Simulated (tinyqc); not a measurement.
Inside a calculation. Method: lattice vibrations of a chain. One step of it, computed by the program tinyqc.

Question. Frequencies. omega^2 are the eigenvalues; wavenumber = 521.4708 sqrt(eigenvalue) 1/cm.

D(q) (eV/(angstrom^2 u)):
```
                    1          2          3                   4
1            0.238232  -0.211405   0.000000  0.027759+0.038207i
2           -0.211405   0.277959  -0.072207            0.000000
3            0.000000  -0.072207   0.638000           -0.448755
4  0.027759-0.038207i   0.000000  -0.448755            0.429558
```

Give: eigenvalues; wavenumbers; weights |e|^2 of the mass-weighted modes.

Answer.

eigenvalues: 0.0261  0.0830  0.4750  0.9997

wavenumbers (1/cm): 84.2  150.2  359.4  521.4

weights |e|^2 of the mass-weighted modes:
```
        mode 1  mode 2  mode 3  mode 4
atom 1  0.3765  0.1744  0.4480  0.0011
atom 2  0.3335  0.1290  0.5314  0.0062
atom 3  0.1193  0.2657  0.0038  0.6112
atom 4  0.1707  0.4310  0.0168  0.3815
```
